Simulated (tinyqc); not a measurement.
Strain-driven roughening and islands of a mismatched epitaxial film: one step, computed by the program tinyqc. Command: `OMP_NUM_THREADS=1 python tinyqc.py 3019156 3019157 out.jsonl island walk`. One thread of a shared host (Intel(R) Xeon(R) Processor @ 2.30GHz), about 0.01 s of CPU time with the checks.

Film and substrate share isotropic elastic constants; the film is coherent and biaxially strained.

Problem. Which shape at the volume V. Shallow faceted island (Tersoff form): E = 4 Gam V^(2/3) tan^(1/3)(theta) - 6 c V tan(theta), Gam = gamma [x/sin(theta) - 1/tan(theta)], x the facet energy over gamma, c = stress^2 (1 - nu)/(2 pi G). The two energies cross at V_x^(1/3) = 4 [Gam_2 t2^(1/3) - Gam_1 t1^(1/3)]/(6 c (t2 - t1)), t = tan(theta); mu = dE/dV.

Inputs (values chosen for the exercise, modelled on GaN on AlN):

| quantity | value | unit |
|---|---|---|
| shear modulus G | 126 | GPa |
| Poisson ratio nu | 0.2 | - |
| surface energy gamma | 1.85 | J/m^2 |
| contact angle of the shallow shape theta_1 | 11.8 | degrees |
| contact angle of the steep shape theta_2 | 30.8 | degrees |
| facet energy of shape 1 over gamma | 1.007 | - |
| facet energy of shape 2 over gamma | 0.9892 | - |
| island volume V | 420 | nm^3 |

stress = 9.1098 GPa

Gam of shape 2 = 0.4705547 J/m^2

Gam of shape 1 = 0.2545053 J/m^2

c = 0.08386046 GPa

Constants: e = 1.602176634e-19 C.

Give: E of shape 1; E of shape 2; crossing volume V_x; jump of mu at V_x, shape 2 less shape 1.

Solution.

E of shape 1 = -64.11 eV

E of shape 2 = -231.8 eV

crossing volume V_x = 127.3 nm^3

jump of mu at V_x, shape 2 less shape 1 = -64.94 MJ/m^3

At V the steep shape is lower. At V_x the chemical potential drops, so islands that have turned steep grow at the cost of the shallow ones. Caution: the shallow-slope form overstates the relaxation of facets steeper than about 25 degrees.
